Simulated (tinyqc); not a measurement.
Comparisons within one model: metal-induced gap states at the contact of a metal chain and a two-band chain. A value that a table varies takes the place of the one given here.

The semiconductor alternates sites A at -Eg/2 and C at +Eg/2 with hopping -t; the gap runs from -Eg/2 to Eg/2. In the gap cosh(q a) = 1 + (Eg^2/4 - E^2)/(2 t^2) and the amplitude changes by -exp(-q a) a period. The metal has site energy 0 and hopping -tm; its end site has g_m = (E - i sqrt(4 tm^2 - E^2))/(2 tm^2). Sites 1, 2, ... count into the semiconductor, with energies e1, e2 alternating. The clean half chain has g1 = 1/(E - e1 - t^2 g2), g2 = 1/(E - e2 - t^2 g1), decaying root. With the contact G11 = 1/(1/g1 - tc^2 g_m), and the density on site j is -Im G_jj/pi = |psi_j/psi_1|^2 (-Im G11/pi), per spin, with psi_2/psi_1 = -t g2, psi_3/psi_2 = -t g1.

Constants: e^2/(4 pi eps0) = 14.39964547 eV angstrom.

Parameters, chosen for this exercise (gap and optical dielectric constant near those of Ge; the chain itself is a model; the results hold for these values, not for the real material):
- Eg = 0.69 eV (gap)
- t = 2.3 eV (hopping in the semiconductor)
- tm = 1.58 eV (hopping in the metal)
- tc = 1.79 eV (hopping across the contact)
- end = C (site that touches the metal)
- a = 4 angstrom (period (two sites); one chain for each area a^2)
- eps = 15.3 (dielectric constant)
- E = -0.12 eV (energy from mid-gap)

## Across the gap

E = f Eg. Share on C: the part of the summed density that lies on C sites, whose orbitals make the conduction edge.

Gap states:
```
f,E (eV),xi = 1/(2q) (angstrom),D1 (1/eV),D2 (1/eV),sum (1/eV),share on C
-0.48,-0.331,47.62,0.0024,0.1128,1.4296,0.021
-0.40,-0.276,22.23,0.0120,0.0986,0.6715,0.108
-0.30,-0.207,16.68,0.0242,0.0857,0.5150,0.220
-0.15,-0.103,13.99,0.0430,0.0692,0.4514,0.383
0.00,0.000,13.35,0.0629,0.0542,0.4522,0.537
0.15,0.103,13.99,0.0845,0.0394,0.4981,0.682
0.30,0.207,16.68,0.1087,0.0241,0.6225,0.819
0.40,0.276,22.23,0.1276,0.0130,0.8535,0.908
0.48,0.331,47.62,0.1470,0.0029,1.8601,0.981
```

What does this show, and why?

The decay length xi of the density is shortest at mid-gap, 13.35 angstrom, and grows to 47.6 near the edges. The summed density is least at f = -0.15 (0.4514) and largest at f = 0.48 (1.8601 1/eV). The share on C goes from 0.02 to 0.98 and passes one half near f = -0.036, a point that depends on which site ends the chain. The states turn from valence-like to conduction-like across the gap; the branch point, where the decay is fastest, lies at mid-gap in this symmetric chain and is the usual estimate of the neutrality level.

## Wider gaps pin less

E = 0; Eg is varied and eps follows 1 + (eps0 - 1)(Eg0/Eg), with the given Eg and eps as Eg0 and eps0. xi = 1/(2q), N = 2 (summed density)/a^2, S = 1/(1 + 4 pi e^2 N xi/eps).

Against the gap:
```
Eg (eV),eps,xi (angstrom),summed density (1/eV),S,S at fixed eps
0.50,20.73,18.41,0.6264,0.074,0.055
0.75,14.16,12.28,0.4155,0.109,0.117
1.10,9.97,8.38,0.2809,0.158,0.223
1.50,7.58,6.16,0.2037,0.211,0.350
2.30,5.29,4.04,0.1293,0.309,0.564
3.40,3.90,2.77,0.0835,0.428,0.746
5.50,2.79,1.76,0.0463,0.602,0.892
9.00,2.10,1.15,0.0231,0.777,0.962
```

How do the results move?

From Eg = 0.5 to 9 eV xi falls by a factor 15.9 and the summed density by 27.2, so at fixed eps S rises from 0.06 to 0.96. The weaker screening of wide-gap solids works against this: with it S goes from 0.07 to 0.78.

## Weakening the contact bond

At the given E, tc is varied, as by a thin spacer. xi = 1/(2q), N = 2 (summed density)/a^2, S = 1/(1 + 4 pi e^2 N xi/eps) with xi and eps kept.

Against tc:
```
tc (eV),D1 (1/eV),summed density (1/eV),S
0.10,0.00016,0.00183,0.9630
0.25,0.00100,0.01142,0.8063
0.50,0.00401,0.04571,0.5097
0.80,0.01020,0.11634,0.2900
1.20,0.02202,0.25124,0.1591
1.80,0.04018,0.45847,0.0939
2.50,0.04632,0.52857,0.0825
3.50,0.03493,0.39858,0.1065
```

What does this show, and why?

For a weak bond the density goes as tc^2 (ratio 6.25 between 0.25 and 0.1 eV, against 6.25). It is largest at tc = 2.5 eV among these rows and falls beyond, as the first site pairs off with the metal. S is 0.963 at 0.1 eV and has its least value, 0.082, in that row.

## What each parameter does

xi = 1/(2q), summed density, and S = 1/(1 + 4 pi e^2 N xi/eps), N = 2 (summed density)/a^2. Each row changes one parameter from the base and keeps the others.

Results:
```
case,xi (angstrom),summed density (1/eV),S
base,14.233,0.45582,0.0944
Eg = 0.759 eV,12.790,0.41038,0.1142
t = 2.53 eV,15.654,0.43477,0.0904
tm = 1.738 eV,14.233,0.43095,0.0993
tc = 1.969 eV,14.233,0.49640,0.0874
eps = 16.83,14.233,0.45582,0.1029
end = A,14.233,0.51071,0.0851
```

What can be read from the table?

The largest shifts from the base row, up to three for each result and ties (the steps differ in size, so this ranks the rows, not the parameters). xi (angstrom): Eg -1.443, t +1.421; unchanged at the printed digits by tm, tc, eps and end. summed density (1/eV): end +0.05489, Eg -0.04544, tc +0.04058; unchanged at the printed digits by eps. S: Eg +0.0197, end -0.0093, eps +0.0085. The decay length belongs to the semiconductor alone; the metal and the contact set only the amplitude.

Program tinyqc; command `OMP_NUM_THREADS=1 python tinyqc.py 1480428 1480429 out.jsonl`; about 0.01 s on one thread of a shared Intel(R) Xeon(R) Processor @ 2.30GHz.
